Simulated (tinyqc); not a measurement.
# A stack of flat layers between unequal leads with mass mismatch, transfer matrices: effects of single changes

One electron of energy E comes from the left lead (band edge 0); no transverse momentum. Parabolic bands, masses in units of m0, C = hbar^2/(2 m0); psi and psi'/m are continuous at every interface. The layers follow each other from left to right, then the right lead.

Parameters, values chosen for the exercise; masses and band edges of a made-up stack:
```
symbol,value,unit,meaning
mL,0.036,m0,mass in the left lead
U,"[-0.15, 0.12, 0.27]",eV,"band edges of the layers, left to right"
m,"[0.055, 0.04, 0.044]",m0,masses of the layers
d,"[0.6, 3, 2.5]",nm,widths of the layers
UR,-0.06,eV,band edge of the right lead
mR,0.041,m0,mass in the right lead
E,0.25,eV,electron energy
```

Constants: q = 1.602176634e-19 C, hbar = 1.054571817e-34 J s, m0 = 9.1093837015e-31 kg, hbar^2/(2 m0) = 0.0380998212 eV nm^2. Results are converted to the units shown.

Each table varies one quantity; the others keep the values above.

## Transmission against energy

For the pair (psi, psi'/m) a flat layer has M = [[cos kd, (m/k) sin kd], [-(k/m) sin kd, cos kd]] with k = sqrt(m (E - U)/C) above its edge U, and M = [[cosh Kd, (m/K) sinh Kd], [(K/m) sinh Kd, cosh Kd]] with K = sqrt(m (U - E)/C) below it. The matrices are multiplied with later layers to the left. With M acting on (psi, psi'/m) and v = k/m in each lead, T(E) = 4 vL vR/[(vL vR M12 - M21)^2 + (vR M11 + vL M22)^2]. The last column is exp(-2 sum K d) over the layers with U > E.

Transmission against energy:
```
E (eV)	T(E)	exp(-2 sum K d)
0.046	0.06901	0.01477
0.137	0.2057	0.1409
0.228	0.4563	0.3325
0.318	0.7411	1.000
0.409	0.8827	1.000
0.5	0.9009	1.000
0.591	0.8956	1.000
0.681	0.9032	1.000
0.772	0.9248	1.000
0.863	0.9522	1.000
0.953	0.9764	1.000
1.044	0.9926	1.000
```

Read the table: what changes, and by how much?

T(E) runs from 0.0690 at 0.046 eV to 0.993 at 1.044 eV; among the rows its largest value is 0.993 at 1.044 eV. In every row a layer is thinner than 0.8 nm, a few atomic planes, where an effective mass is a rough description.

## Effect of the right lead

Same model as above.

The layers inside are not moved.

Effect of the right lead:
```
UR (eV)	vR (1/nm)	T(E)	bare step 4 vL vR/(vL + vR)^2
-0.58	23.051	0.38751	0.93173
-0.465	21.394	0.40855	0.94883
-0.35	19.598	0.43380	0.96606
-0.235	17.620	0.46492	0.98248
-0.12	15.390	0.50468	0.99572
-0.005	12.777	0.55795	0.99924
0.11	9.4670	0.63304	0.96915
0.225	4.0005	0.67438	0.70534
```

Read the table: what changes, and by how much?

T(E) rises from 0.388 to 0.674, while the bare step between the leads goes from 0.932 through a maximum of 0.999 (at UR = -0.005 eV among the rows listed) to 0.705 (it is 1 where vR equals vL = 13.5 1/nm). In every row a layer is thinner than 0.8 nm, a few atomic planes, where an effective mass is a rough description.

Range of the model: Masses are held fixed, although real bands cease to be parabolic a few tenths of an eV from their edges (inside a barrier too).

Computed by the program tinyqc: `OMP_NUM_THREADS=1 python tinyqc.py 2560123 2560124 out.jsonl`, one thread of a shared Intel Xeon 2.30GHz, about 0.01 s for the whole run.
